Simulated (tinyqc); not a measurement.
# Undoped gate-all-around wire MOSFET, analytic charge model: several studies

An undoped round wire of radius R under an insulator shell and a surrounding gate; long channel, electrons only, n = ni exp((psi - V)/Vt) with V the quasi-Fermi potential (0 at the source, Vd at the drain), constant mobility, no quantisation. The radial Poisson equation gives n(r) = n(0)/(1 - (1 - b) r^2/R^2)^2 with b = Q0/(Q + Q0). Q is the electron charge per area of the wire surface.

Inputs (values chosen for the exercise); material values close to those of silicon:
- T = 250 K (temperature)
- Eg = 1.14 eV (band gap)
- eps_r = 11.5 (relative permittivity of the semiconductor)
- Nc = 2.12e19 cm^-3 (conduction-band density of states at T)
- Nv = 1.99e19 cm^-3 (valence-band density of states at T)
- eox = 4.08 (relative permittivity of the gate insulator)
- tox = 3.1 nm (insulator thickness)
- R = 4 nm (wire radius)
- dphi = -0.08 V (gate work function less that of the intrinsic body)
- mu = 140 cm^2/(V s) (channel mobility)
- L = 0.5 um (gate length)
- Vd = 0.8 V (drain voltage)

Constants: q = 1.602176634e-19 C, kB = 1.380649e-23 J/K, Vt = kB T/q, eps0 = 8.8541878128e-14 F/cm where lengths are in cm. Results are converted to the units shown.

Each table varies one quantity; the others keep the values above.

## Output curve

ni = sqrt(Nc Nv) exp(-Eg/(2 Vt)), Eg in volts; Cox = eps0 eox/(R ln(1 + tox/R)); Q0 = 4 eps0 eps_r Vt/R; V0 = dphi + Vt ln[8 eps0 eps_r Vt/(q ni R^2)]. Q solves Vg - V0 - V = Q/Cox + Vt ln(Q/Q0) + Vt ln(1 + Q/Q0). I = mu (2 pi R/L)[2 Vt (Qs - Qd) + (Qs^2 - Qd^2)/(2 Cox) + Vt Q0 ln((Qd + Q0)/(Qs + Q0))], with Qs at V = 0 and Qd at V = Vd.

In this table Vg = 0.77 V.

Output curve:

| Vd (V) | Qd (nC/cm^2) | Qd/Qs | I (uA) |
|---|---|---|---|
| 0.06 | 337.3 | 0.8038 | 0.1598 |
| 0.11 | 270.5 | 0.6445 | 0.2666 |
| 0.17 | 193.3 | 0.4605 | 0.3644 |
| 0.22 | 132.7 | 0.3162 | 0.4216 |
| 0.28 | 67.88 | 0.1617 | 0.4636 |
| 0.33 | 26.44 | 0.06300 | 0.4797 |
| 0.38 | 5.299 | 0.01263 | 0.4846 |
| 0.44 | 0.3865 | 9.209e-4 | 0.4854 |
| 0.49 | 0.03840 | 9.150e-5 | 0.4855 |

What does the comparison show?

The current rises from 0.160 to 0.485 uA, while the charge at the drain end falls from 0.80 to 9.1e-5 of that at the source. The current first comes within 1 % of its last value at Vd = 0.38 V among the rows. Over the last rows Qd falls by a factor of e for each Vt of drain voltage: the drain end is in weak inversion. In every row the surface density at the source passes 0.3 Nc, where Boltzmann statistics fail. In every row the body is thin enough for quantum confinement, left out here, to raise the threshold.

## Effect of the gate work function less that of the intrinsic body

I = mu (2 pi R/L)[2 Vt (Qs - Qd) + (Qs^2 - Qd^2)/(2 Cox) + Vt Q0 ln((Qd + Q0)/(Qs + Q0))], with Qs at V = 0 and Qd at V = Vd.  I(low) is taken at Vg = 0.22 V, Qs and I(high) at Vg = 0.97 V.

Effect of the gate work function less that of the intrinsic body:

| dphi (V) | V0 (V) | I(low) (nA) | Qs(high) (nC/cm^2) | I(high) (uA) |
|---|---|---|---|---|
| -0.23 | 0.3163 | 0.3652 | 924.1 | 2.134 |
| -0.18 | 0.3663 | 0.03717 | 850.5 | 1.822 |
| -0.13 | 0.4163 | 0.003663 | 777.2 | 1.536 |
| -0.08 | 0.4663 | 3.598e-4 | 704.4 | 1.275 |
| -0.03 | 0.5163 | 3.533e-5 | 632.2 | 1.040 |
| 0.02 | 0.5663 | 3.469e-6 | 560.5 | 0.8302 |
| 0.07 | 0.6163 | 3.406e-7 | 489.6 | 0.6454 |

What does the table show?

As dphi goes from -0.23 to 0.07 V, I(low) falls from 0.365 to 3.41e-7 nA and I(high) falls from 2.13 to 0.645 uA. V0 rises from 0.316 to 0.616 V. In every row the surface density at the source at the higher gate voltage passes 0.3 Nc, where Boltzmann statistics fail. In every row the body is thin enough for quantum confinement, left out here, to raise the threshold.

## Transfer curve and volume inversion

Same model as above.

The drop is psi(surface) - psi(centre) at the source end; C = dQs/dVg, Cg = Cox, drop = 2 Vt ln(1 + Qs/Q0); gm = dI/dVg.

Transfer curve and volume inversion:

| Vg (V) | Qs (nC/cm^2) | drop (mV) | C/Cg | I (uA) | gm/I (1/V) |
|---|---|---|---|---|---|
| 0.17 | 2.330e-4 | 4.577e-5 | 6.872e-6 | 3.533e-8 | 46.42 |
| 0.28 | 0.03840 | 0.007542 | 0.001131 | 5.826e-6 | 46.39 |
| 0.4 | 7.755 | 1.497 | 0.1811 | 0.001330 | 41.02 |
| 0.51 | 88.18 | 14.56 | 0.6690 | 0.03288 | 18.87 |
| 0.62 | 218.6 | 29.79 | 0.8113 | 0.1501 | 10.25 |
| 0.73 | 364.6 | 42.19 | 0.8688 | 0.3751 | 6.839 |
| 0.85 | 532.1 | 53.05 | 0.9018 | 0.7533 | 4.971 |
| 0.96 | 689.9 | 61.27 | 0.9204 | 1.226 | 3.960 |
| 1.07 | 850.5 | 68.27 | 0.9332 | 1.822 | 3.284 |

The current rises from 3.53e-8 to 1.82 uA. In the first row gm/I is 46.4 1/V, within 0.01 % of 1/Vt: with no depletion charge the whole body follows the gate, and the swing is ideal. The drop between surface and centre goes from 4.6e-5 to 68.3 mV and passes Vt at Vg = 0.62 V among the rows; below that the density varies across the body by less than a factor of e (volume inversion). C reaches 0.93 of Cg in the last row. For Vg = 0.62 to 1.07 V the surface density at the source passes 0.3 Nc, where Boltzmann statistics fail. In every row the body is thin enough for quantum confinement, left out here, to raise the threshold.

tinyqc, about 0.03 s, one thread, Intel Xeon 2.30GHz (shared host): `OMP_NUM_THREADS=1 python tinyqc.py 2460139 2460140 out.jsonl`
